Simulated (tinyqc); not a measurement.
Four-band model of biased bilayer graphene near K, step by step. Values are carried at full precision from step to step, so a last printed digit may differ when a step is redone from the rounded ones.

Constants: hbar^2/2m0 = 3.80998211 eV angstrom^2.

Values chosen for the exercise (near those used for Bernal bilayer graphene; the results hold for these values, not for the real material):
- a = 2.46 angstrom (lattice constant)
- g0 = 3.05 eV (hopping in a layer)
- g1 = 0.41 eV (hopping of the dimer sites)
- g3 = 0.37 eV (skew hopping A1-B2)
- g4 = 0.15 eV (skew hopping A1-A2)
- U = 0.27 eV (potential difference of the layers)
- k = (-0.01, 0.047) 1/angstrom (wave vector from K)

## Velocities and mass

v_j = (sqrt3/2) a g_j; low-energy mass m/m0 = c g1/v0^2 with c = hbar^2/2m0; crossover wave vector g1/(2 v0).

v0, v3, v4 (eV angstrom): [6.4978, 0.7883, 0.3196]

mass = 0.03700 m0
crossover = 0.03155 1/angstrom

## H at one k

Basis A1, B1, A2, B2, with B1 below A2; p = kx + i ky, v_j = (sqrt3/2) a g_j. Diagonal -U/2, -U/2, U/2, U/2; <A1|B1> = <A2|B2> = v0 p*, <B1|A2> = g1, <A1|B2> = v3 p, <A1|A2> = <B1|B2> = -v4 p*.

Fill in the matrix.

H (eV), rows A1, B1, A2, B2 and columns alike:
```
[[-0.1350, -0.0650-0.3054i, 0.0032+0.0150i, -0.0079+0.0370i],
 [-0.0650+0.3054i, -0.1350, 0.4100, 0.0032+0.0150i],
 [0.0032-0.0150i, 0.4100, 0.1350, -0.0650-0.3054i],
 [-0.0079-0.0370i, 0.0032-0.0150i, -0.0650+0.3054i, 0.1350]]
```

## Levels and layer polarisation

Diagonalise; the weight on layer 1 is that of A1 and B1.

levels (eV): [-0.6284, -0.1321, 0.1551, 0.6054]

weights, rows A1, B1, A2, B2; columns band 1, band 2, band 3, band 4:
```
[[0.223, 0.464, 0.273, 0.040],
 [0.496, 0.006, 0.276, 0.222],
 [0.230, 0.250, 0.005, 0.515],
 [0.051, 0.280, 0.446, 0.223]]
```

weight on layer 1: [0.719, 0.470, 0.549, 0.262]

Band 2 has 47 % of its weight on layer 1, the layer of lower potential, and band 3 has 55 %; the dimer sites hold 28 % of band 3. The filled band leans to the upper layer here: at larger k the middle bands approach two displaced cones, each still mixed over both layers by g1, and the top filled one leans to the upper layer.

## The Mexican hat (g3 = g4 = 0)

At K the levels are -/+ U/2 and -/+ sqrt(g1^2 + U^2/4). The smallest gap, U g1/sqrt(U^2 + g1^2), lies on a ring of radius kg = (U/2 v0) sqrt((2 g1^2 + U^2)/(g1^2 + U^2)), v0 = (sqrt3/2) a g0; the height of the hat is U/2 less half that gap.

gap = 0.2255 eV
kg = 0.02707 1/angstrom
height of the hat = 22.25 meV

## Checks

- Gap on the ring from the formula against the matrix: both 0.225496.

Run: tinyqc, `OMP_NUM_THREADS=1 python tinyqc.py 1452697 1452698 out.jsonl`; Intel(R) Xeon(R) Processor @ 2.30GHz, one thread, shared host; about 0.03 s of CPU time with all checks.
